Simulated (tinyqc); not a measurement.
# Planar ballistic transistor, top-of-the-barrier model: transfer curve

At the top of the source barrier, states moving towards the drain are filled by the source (Fermi level 0) and states moving back by the drain (Fermi level -q Vd); nothing scatters. U is the shift of the band edge there, set by the capacitances CG, CD and CS (the total) and by the charge. Parabolic two-dimensional band; the source is grounded.

N0 = gv m kB T/(pi hbar^2), CG = eps0 eox/tox, vT = sqrt(2 kB T/(pi m)), CS = CG/aG, n0 = n at U = 0 and Vd = 0. eta1 = -(E0 + U)/Vt, eta2 = eta1 - Vd/Vt, n = (N0/2)[F_0(eta1) + F_0(eta2)], F_0(x) = ln(1 + exp x). U = UL + q (n - n0)/CS with UL = -(aG Vg + aD Vd), energies in eV. I = q (N0/2) vT [F_(1/2)(eta1) - F_(1/2)(eta2)] per width, F_(1/2)(x) = (2/sqrt(pi)) int_0^infinity u^(1/2)/(1 + exp(u - x)) du. CQ = (q/Vt) dn/d(eta1).

Values chosen for this exercise; mass and valleys close to those of silicon (two valleys):
```
symbol  value  unit                                                                 meaning
T         300     K                                                             temperature
m       0.187    m0                                                          effective mass
gv          2                                                             valley degeneracy
eox       7.5                                   relative permittivity of the gate insulator
tox       3.9    nm                                                     insulator thickness
aG       0.94                                                            gate control CG/CS
aD      0.039                                                           drain control CD/CS
E0       0.31    eV  band edge at the barrier top above the source Fermi level at zero bias
Vd        0.1     V                                                           drain voltage
```

Constants: q = 1.602176634e-19 C, kB = 1.380649e-23 J/K, hbar = 1.054571817e-34 J s, m0 = 9.1093837015e-31 kg, Vt = kB T/q, eps0 = 8.8541878128e-14 F/cm where lengths are in cm. Results are converted to the units shown.

Result of one run:

| eta1 | n (cm^-2) | I (uA/um) | mean velocity I/(q n) (cm/s) | CQ/CS |
|---|---|---|---|---|
| 2.3849 | 5.4070e12 | 1291.0 | 1.4903e7 | 7.6043 |

Which gate voltage Vg gave this result: 0.22, 0.34, 0.45, 0.79 or 0.9 V?

Vg = 0.9 V.

The whole series:

| Vg (V) | eta1 | n (cm^-2) | I (uA/um) | mean velocity I/(q n) (cm/s) | CQ/CS |
|---|---|---|---|---|---|
| 0 | -11.840 | 1.4858e7 | 0.0028406 | 1.1932e7 | 5.0836e-5 |
| 0.11 | -7.8435 | 8.0864e8 | 0.15460 | 1.1933e7 | 0.0027661 |
| 0.22 | -3.9726 | 3.8456e10 | 7.3697 | 1.1961e7 | 0.13038 |
| 0.34 | -1.2537 | 5.1910e11 | 102.44 | 1.2317e7 | 1.5752 |
| 0.45 | -0.090890 | 1.3483e12 | 278.87 | 1.2910e7 | 3.4271 |
| 0.56 | 0.68550 | 2.2904e12 | 496.62 | 1.3534e7 | 4.8696 |
| 0.67 | 1.3092 | 3.2771e12 | 740.36 | 1.4101e7 | 5.9365 |
| 0.79 | 1.8988 | 4.3801e12 | 1024.3 | 1.4596e7 | 6.8554 |
| 0.9 | 2.3849 | 5.4070e12 | 1291.0 | 1.4903e7 | 7.6043 |

The current rises from 0.00284 to 1290 uA/um. Between the first two rows the swing is 63.4 mV a decade, against Vt ln 10/aG = 63.3. CQ/CS goes from 5.1e-5 to 7.6, so a volt on the gate moves the band edge by 0.94 eV in the first row and 0.11 eV in the last: the gate charge is limited by the insulator. The mean velocity rises from 1.19e7 to 1.49e7 cm/s.

Program tinyqc, `OMP_NUM_THREADS=1 python tinyqc.py 2400031 2400032 out.jsonl`; Intel Xeon 2.30GHz, shared host, one thread, about 0.01 s.
